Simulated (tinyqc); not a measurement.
Oxide trap near a transistor channel: two-state multiphonon kinetics, telegraph noise and bias instability: one step, computed by the program tinyqc. Command: `OMP_NUM_THREADS=1 python tinyqc.py 3027448 3027449 out.jsonl oxidetrap walk`. One thread of a shared host (Intel(R) Xeon(R) Processor @ 2.30GHz), about 0.01 s of CPU time with the checks.

An n-channel device under positive gate bias. The trap is empty (state 1) or holds an electron (state 2); both states are parabolas of equal curvature, and the electron reservoir is taken at the Fermi level of the channel.

Task: Many traps: shift under stress. For a normal spread of capture barriers (given for the stress field, with depth and field not resolved, k_0 being taken as the effective rate of the ensemble), traps with barrier below k_B T ln(k_0 t) are filled: dV(t) = (dV_max/2) erfc((mu_c - k_B T ln(k_0 t))/(sqrt(2) s_c)); local exponent n = d ln dV/d ln t (central difference, factor 1.01 in t).

Inputs (values chosen for the exercise, with an insulator like SiO2 on silicon):
```
quantity                           value  unit
attempt rate k_0 at the interface  2e+11   1/s
temperature T                        300     K
stress time t_s                      0.1     s
mean capture barrier mu_c              1    eV
spread of the barriers s_c          0.23    eV
saturation shift dV_max              130    mV
```

Parts treated: one trap and an ensemble.

Constants: k_B = 8.617333262e-05 eV/K.

Give: filling front k_B T ln(k_0 t_s); shift after t_s; local time exponent n.

Result:

filling front k_B T ln(k_0 t_s) = 0.6132 eV

shift after t_s = 6.019 mV

local time exponent n = 0.2354
